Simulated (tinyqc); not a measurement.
Stretching all distances: RHF, UHF, MP2, CISD and CCSD against full CI in the 3-21g basis, for H2, spin multiplicity 1. Computed by the program tinyqc with PySCF. All coordinates are multiplied by the scale. c0^2 is the weight of the RHF determinant in the lowest singlet FCI state (UHF is spin-contaminated and may lie near states of higher spin) and n(LUMO) the first natural occupation beyond the occupied space.

Geometry (angstrom):
```
atom,x,y,z
H,0.0000,0.0000,0.0000
H,0.0000,0.0000,0.6970
```

Full CI energy (hartree) and errors against it (kcal/mol):
```
scale,distance 1-2 (angstrom),E(FCI),RHF,UHF,MP2,CISD,CCSD,<S^2> UHF,c0^2,n(LUMO)
0.8600,0.5994,-1.126736,13.9300,13.9300,3.8827,0.0000,0.0000,0.0000,0.9895,0.0148
1.0900,0.7597,-1.147814,15.8695,15.8695,4.8884,0.0000,-1.27e-04,0.0000,0.9849,0.0256
1.5600,1.0873,-1.109696,22.0429,22.0429,8.5973,0.0000,0.0000,0.0000,0.9639,0.0695
1.7900,1.2476,-1.084696,26.6961,25.9157,11.4934,0.0000,0.0000,0.1706,0.9451,0.1073
2.0200,1.4079,-1.061973,32.5939,24.6058,15.1732,0.0000,0.0000,0.4833,0.9189,0.1593
2.2600,1.5752,-1.042027,40.1025,20.0198,19.8284,0.0000,0.0000,0.6845,0.8829,0.2303
2.4900,1.7355,-1.026937,48.4959,15.0103,24.9309,0.0000,0.0000,0.8036,0.8410,0.3128
```

Estimate the missing row, scale = 1.33.

Computed row:
```
scale   distance 1-2 (angstrom)     E(FCI)      RHF      UHF     MP2    CISD    CCSD  <S^2> UHF    c0^2  n(LUMO)
1.3300                   0.9270  -1.133666  18.5289  18.5289  6.4427  0.0000  0.0000     0.0000  0.9766   0.0434
```

UHF parts from RHF first at scale 1.79 of those listed, where <S^2> leaves zero. The weight c0^2 goes from 0.99 to 0.84 and n(LUMO) from 0.01 to 0.31: static correlation grows as the bonds break into open-shell fragments. The spread of the error along the curve, which distorts its shape, is CISD 0.0, CCSD 0.0, UHF 12.0, MP2 21.0, RHF 34.6 kcal/mol. With two electrons CISD and CCSD are exact.
